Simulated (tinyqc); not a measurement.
Empirical pseudopotential in a few plane waves, step by step. One step of it, computed by the program tinyqc.

Task: Bloch Hamiltonian at G. Basis: the 15 shortest G (labels in 2 pi/a), the same at every k. H(G,G') = c |k + G|^2 delta + VS(|G-G'|^2) cos((G-G').tau) + i VA sin((G-G').tau), tau = a/8 (1,1,1); 1 Ry = 13.605693 eV.

Parameters chosen for this model: fcc lattice, atoms at +/- a/8 (1,1,1); form factors in rydberg at |G|^2 in units of (2 pi/a)^2:
```
parameter                 value      unit
a                      5.410000  angstrom
VS(3)                 -0.199000        Ry
VS(8)                  0.032000        Ry
VS(11)                 0.032000        Ry
VA(3)                  0.096000        Ry
VA(4)                  0.072000        Ry
VA(11)                 0.013000        Ry
hbar^2/2m (2 pi/a)^2   5.139113        eV
```

k point G (2 pi / a): [0, 0, 0]

Give: H(k) at G.

Result:

H(k) at G (eV):
```
                 +0+0+0           -1-1-1           -1-1+1           -1+1-1
+0+0+0           0.0000   1.9145+0.9236i  -1.9145+0.9236i  -1.9145+0.9236i
-1-1-1   1.9145-0.9236i          15.4173   0.0000-0.9796i   0.0000-0.9796i
-1-1+1  -1.9145-0.9236i   0.0000+0.9796i          15.4173           0.4354
-1+1-1  -1.9145-0.9236i   0.0000+0.9796i           0.4354          15.4173
-1+1+1  -1.9145+0.9236i          -0.4354   0.0000+0.9796i   0.0000+0.9796i
+1-1-1  -1.9145-0.9236i   0.0000+0.9796i           0.4354           0.4354
+1-1+1  -1.9145+0.9236i          -0.4354   0.0000+0.9796i           0.0000
+1+1-1  -1.9145+0.9236i          -0.4354           0.0000   0.0000+0.9796i
+1+1+1   1.9145+0.9236i           0.0000          -0.4354          -0.4354
-2+0+0   0.0000-0.9796i  -1.9145+0.9236i  -1.9145-0.9236i  -1.9145-0.9236i
+0-2+0   0.0000-0.9796i  -1.9145+0.9236i  -1.9145-0.9236i   0.3079-0.1251i
+0+0-2   0.0000-0.9796i  -1.9145+0.9236i   0.3079-0.1251i  -1.9145-0.9236i
+0+0+2   0.0000+0.9796i  -0.3079-0.1251i   1.9145+0.9236i  -0.3079+0.1251i
+0+2+0   0.0000+0.9796i  -0.3079-0.1251i  -0.3079+0.1251i   1.9145+0.9236i
+2+0+0   0.0000+0.9796i  -0.3079-0.1251i  -0.3079+0.1251i  -0.3079+0.1251i

                 -1+1+1           +1-1-1           +1-1+1           +1+1-1
+0+0+0  -1.9145-0.9236i  -1.9145+0.9236i  -1.9145-0.9236i  -1.9145-0.9236i
-1-1-1          -0.4354   0.0000-0.9796i          -0.4354          -0.4354
-1-1+1   0.0000-0.9796i           0.4354   0.0000-0.9796i           0.0000
-1+1-1   0.0000-0.9796i           0.4354           0.0000   0.0000-0.9796i
-1+1+1          15.4173           0.0000           0.4354           0.4354
+1-1-1           0.0000          15.4173   0.0000-0.9796i   0.0000-0.9796i
+1-1+1           0.4354   0.0000+0.9796i          15.4173           0.4354
+1+1-1           0.4354   0.0000+0.9796i           0.4354          15.4173
+1+1+1   0.0000+0.9796i          -0.4354   0.0000+0.9796i   0.0000+0.9796i
-2+0+0   1.9145-0.9236i   0.3079-0.1251i  -0.3079-0.1251i  -0.3079-0.1251i
+0-2+0  -0.3079-0.1251i  -1.9145-0.9236i   1.9145-0.9236i  -0.3079-0.1251i
+0+0-2  -0.3079-0.1251i  -1.9145-0.9236i  -0.3079-0.1251i   1.9145-0.9236i
+0+0+2  -1.9145+0.9236i  -0.3079+0.1251i  -1.9145+0.9236i   0.3079+0.1251i
+0+2+0  -1.9145+0.9236i  -0.3079+0.1251i   0.3079+0.1251i  -1.9145+0.9236i
+2+0+0   0.3079+0.1251i   1.9145+0.9236i  -1.9145+0.9236i  -1.9145+0.9236i

                 +1+1+1           -2+0+0           +0-2+0           +0+0-2
+0+0+0   1.9145-0.9236i   0.0000+0.9796i   0.0000+0.9796i   0.0000+0.9796i
-1-1-1           0.0000  -1.9145-0.9236i  -1.9145-0.9236i  -1.9145-0.9236i
-1-1+1          -0.4354  -1.9145+0.9236i  -1.9145+0.9236i   0.3079+0.1251i
-1+1-1          -0.4354  -1.9145+0.9236i   0.3079+0.1251i  -1.9145+0.9236i
-1+1+1   0.0000-0.9796i   1.9145+0.9236i  -0.3079+0.1251i  -0.3079+0.1251i
+1-1-1          -0.4354   0.3079+0.1251i  -1.9145+0.9236i  -1.9145+0.9236i
+1-1+1   0.0000-0.9796i  -0.3079+0.1251i   1.9145+0.9236i  -0.3079+0.1251i
+1+1-1   0.0000-0.9796i  -0.3079+0.1251i  -0.3079+0.1251i   1.9145+0.9236i
+1+1+1          15.4173  -0.3079-0.1251i  -0.3079-0.1251i  -0.3079-0.1251i
-2+0+0  -0.3079+0.1251i          20.5565           0.4354           0.4354
+0-2+0  -0.3079+0.1251i           0.4354          20.5565           0.4354
+0+0-2  -0.3079+0.1251i           0.4354           0.4354          20.5565
+0+0+2  -1.9145-0.9236i          -0.4354          -0.4354           0.0000
+0+2+0  -1.9145-0.9236i          -0.4354           0.0000          -0.4354
+2+0+0  -1.9145-0.9236i           0.0000          -0.4354          -0.4354

                 +0+0+2           +0+2+0           +2+0+0
+0+0+0   0.0000-0.9796i   0.0000-0.9796i   0.0000-0.9796i
-1-1-1  -0.3079+0.1251i  -0.3079+0.1251i  -0.3079+0.1251i
-1-1+1   1.9145-0.9236i  -0.3079-0.1251i  -0.3079-0.1251i
-1+1-1  -0.3079-0.1251i   1.9145-0.9236i  -0.3079-0.1251i
-1+1+1  -1.9145-0.9236i  -1.9145-0.9236i   0.3079-0.1251i
+1-1-1  -0.3079-0.1251i  -0.3079-0.1251i   1.9145-0.9236i
+1-1+1  -1.9145-0.9236i   0.3079-0.1251i  -1.9145-0.9236i
+1+1-1   0.3079-0.1251i  -1.9145-0.9236i  -1.9145-0.9236i
+1+1+1  -1.9145+0.9236i  -1.9145+0.9236i  -1.9145+0.9236i
-2+0+0          -0.4354          -0.4354           0.0000
+0-2+0          -0.4354           0.0000          -0.4354
+0+0-2           0.0000          -0.4354          -0.4354
+0+0+2          20.5565           0.4354           0.4354
+0+2+0           0.4354          20.5565           0.4354
+2+0+0           0.4354           0.4354          20.5565
```
